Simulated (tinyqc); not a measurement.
Alloy A(1-x)B(x) by interpolation with bowing: sweeps and comparisons. A value that a table varies takes the place of the one given here.

Each gap follows E(x) = (1 - x) E_A + x E_B - C x (1 - x); the lattice constant follows Vegard, a(x) = (1 - x) a_A + x a_B.

Mass at Gamma from the Kane formula 1/m = F + Ep (Eg + 2 Dso/3)/(Eg (Eg + Dso)). F is fixed by the masses of A and B and interpolated linearly, as is Ep; Eg and Dso carry their bowing.

Constants: hc = 1239.841984 eV nm.

Inputs chosen for the exercise (A near GaSb, B near GaAs; the results hold for these values, not for the real material): a = (6.098, 5.657) angstrom (lattice constant of A, B); Eg = (0.824, 1.516) eV (gap at Gamma to the s-like level of A, B); EgX = (1.129, 1.984) eV (gap to the lowest valley along Gamma-X of A, B); EgL = (0.878, 1.821) eV (gap to L of A, B); C = (1.639, 1.092, 1.027) eV (bowing of the Gamma, X and L gaps); Dso = (0.755, 0.338) eV (spin-orbit splitting of A, B); Ep = (26.7, 25.7) eV (Kane energy of A, B); me = (0.0386, 0.0667) m0 (electron mass at Gamma of A, B); Cs = 0.71 eV (bowing of Dso); x = 0.5 (fraction of B).

## Gaps across the alloy

Eleven compositions.

Gaps (eV):
```
x,a (angstrom),Gamma,X,L,lowest,wavelength (nm)
0.0,6.0980,0.824,1.129,0.878,Gamma,1505
0.1,6.0539,0.746,1.116,0.880,Gamma,1663
0.2,6.0098,0.700,1.125,0.902,Gamma,1771
0.3,5.9657,0.687,1.156,0.945,Gamma,1804
0.4,5.9216,0.707,1.209,1.009,Gamma,1753
0.5,5.8775,0.760,1.284,1.093,Gamma,1631
0.6,5.8334,0.846,1.380,1.197,Gamma,1466
0.7,5.7893,0.964,1.498,1.322,Gamma,1286
0.8,5.7452,1.115,1.638,1.468,Gamma,1112
0.9,5.7011,1.299,1.800,1.634,Gamma,954
1.0,5.6570,1.516,1.984,1.821,Gamma,818
```

The lowest valley is Gamma at every x. The Gamma gap has a minimum inside the range, 0.687 eV at x = (C - (E_B - E_A))/(2C) = 0.289, since the bowing exceeds the difference of the end gaps.

## Three ways to interpolate a mass

Linear in m, linear in 1/m, and the Kane formula.

Masses (m0):
```
x,Eg (eV),linear in m,linear in 1/m,Kane,Kane m/Eg (1/eV)
0.000,0.824,0.0386,0.0386,0.0386,0.0468
0.125,0.731,0.0421,0.0407,0.0339,0.0464
0.250,0.690,0.0456,0.0431,0.0316,0.0458
0.375,0.699,0.0491,0.0458,0.0316,0.0452
0.500,0.760,0.0527,0.0489,0.0338,0.0445
0.625,0.872,0.0562,0.0524,0.0383,0.0439
0.750,1.036,0.0597,0.0564,0.0452,0.0437
0.875,1.250,0.0632,0.0611,0.0546,0.0437
1.000,1.516,0.0667,0.0667,0.0667,0.0440
```

At x = 0.5 the three give 0.0527, 0.0489 and 0.0338; judged by the largest distance, the Kane value is closer to the interpolation in 1/m (largest distances 0.0188 m0 from the rule in m, 0.0151 m0 from the rule in 1/m), and it dips below both end values, following the bowed gap, which neither rule can do. The ratio m/Eg varies by a factor of 1.07 while the gap varies by 2.20; a constant ratio is the two-band rule m = Eg/Ep at fixed Ep.

## What each parameter does

Gaps at x and the Kane mass. Each row changes one parameter from the base and keeps the others.

Results:
```
case,Gamma (eV),X (eV),L (eV),mass (m0)
base,0.7602,1.2835,1.0928,0.0338
x = 0.54,0.7906,1.3194,1.1321,0.0350
"C = (1.739, 1.192, 1.127) eV",0.7352,1.2585,1.0677,0.0328
"Eg = (0.865, 1.516) eV",0.7808,1.2835,1.0928,0.0340
"EgX = (1.129, 1.885) eV",0.7602,1.2340,1.0928,0.0338
"EgL = (0.834, 1.821) eV",0.7602,1.2835,1.0708,0.0338
"Ep = (29.4, 28.3) eV",0.7602,1.2835,1.0928,0.0328
Cs = 0.76 eV,0.7602,1.2835,1.0928,0.0337
```

The largest shifts from the base row, up to three for each result and ties (the steps differ in size, so this ranks the rows, not the parameters). Gamma (eV): x +0.0303, C -0.0250, Eg +0.0205; unchanged at the printed digits by EgX, EgL, Ep and Cs. X (eV): EgX -0.0495, x +0.0359, C -0.0250; unchanged at the printed digits by Eg, EgL, Ep and Cs. L (eV): x +0.0394, C -0.0250, EgL -0.0220; unchanged at the printed digits by Eg, EgX, Ep and Cs. mass (m0): x +0.0012, C -0.0011, Ep -0.0010; unchanged at the printed digits by EgX and EgL.

Program tinyqc; command `OMP_NUM_THREADS=1 python tinyqc.py 1051354 1051355 out.jsonl`; about 0.01 s on one thread of a shared Intel(R) Xeon(R) Processor @ 2.30GHz.
